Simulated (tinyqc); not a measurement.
Rigid-ion and shell models of the dielectric response of an ionic crystal. From eps_inf back to core-shell spring k. Computed by tinyqc, a small Python program. Command: `OMP_NUM_THREADS=1 python tinyqc.py 3018585 3018586 out.jsonl shell inv`. One thread of a shared host (Intel(R) Xeon(R) Processor @ 2.30GHz), about 0.01 s of CPU time with the checks.

Charges +Z and -Z; 4 nearest neighbours, Madelung constant M = 1.638055, volume per ion pair Omega = 3.079201 d^3. Energy per pair U = -M Z^2 e2/d + 4 A exp(-d/rho), e2 = e^2/(4 pi eps_0). In the shell model the anion is a core of charge Y - Z and a massless shell of charge -Y, joined by the spring k; the repulsion acts on the shell. Each ion feels the Lorentz field E + (4 pi/3) P (Gaussian units).

Inputs (values chosen for the exercise, for a model crystal):
```
quantity,value,unit
nearest-neighbour distance d,2.97,angstrom
ionic charge Z,1,e
hardness d/rho,12,-
shell charge size Y,3.29,e
cation polarisability alpha_+,1.3,angstrom^3
```

Structure: zinc blende.

Constants: e^2/(4 pi eps_0) = 14.39964548 eV angstrom; 1 eV/angstrom^3 = 160.2176634 GPa.

Method. Zero pressure fixes 4 A exp(-d/rho) = M Z^2 e2 rho/d^2. Then U = -(M Z^2 e2/d)(1 - rho/d), B = M Z^2 e2 (d/rho - 2)/(9 Omega d), and the spring of one sublattice against the other is R = (1/3) x (Laplacian of the repulsion summed over neighbours) = M Z^2 e2 (d/rho - 2)/(3 d^3), so R = 3 B Omega/d^2. Eliminating the shell gives the anion polarisability alpha_- = Y^2 e2/(k + R), the Szigeti charge Z_S = Z - Y R/(k + R) and the softened spring R' = k R/(k + R). With b = 4 pi (alpha_+ + alpha_-)/(3 Omega): eps_inf = (1 + 2b)/(1 - b) (Clausius-Mossotti); Born charge Z* = Z_S (eps_inf + 2)/3.

Question. A run gave the result below. Find the core-shell spring k, known to lie between 37 and 60 eV/angstrom^2.

eps_inf = 1.820477

Answer.

Each step takes the trial c = (a f_b - b f_a)/(f_b - f_a), f being the result less the target and a, b, c the logarithms of the listed values; c replaces end b, the old b replaces a if the sign of f changed, and otherwise f_a is halved.

Scan of the range:
```
core-shell spring k (eV/angstrom^2),eps_inf
37.0,2.10863
40.1,2.02835
43.5,1.95542
47.1,1.89126
51.1,1.83190
55.4,1.77874
60.0,1.73118
```

False position (Illinois rule, in the logarithm of the input) inside the bracket:
```
step,end a,end b,trial,eps_inf
1,51.1000,55.4000,51.9949,1.82002
2,51.1000,51.9949,51.9285,1.82089
3,51.9949,51.9285,51.9600,1.82048
4,51.9285,51.9600,51.9600,1.82048
```

eps_inf falls at every point of a 13-point scan of the range (every second point is shown), so one value fits; it is bracketed by 51.1 and 55.4. Answer: core-shell spring k = 51.96 eV/angstrom^2.
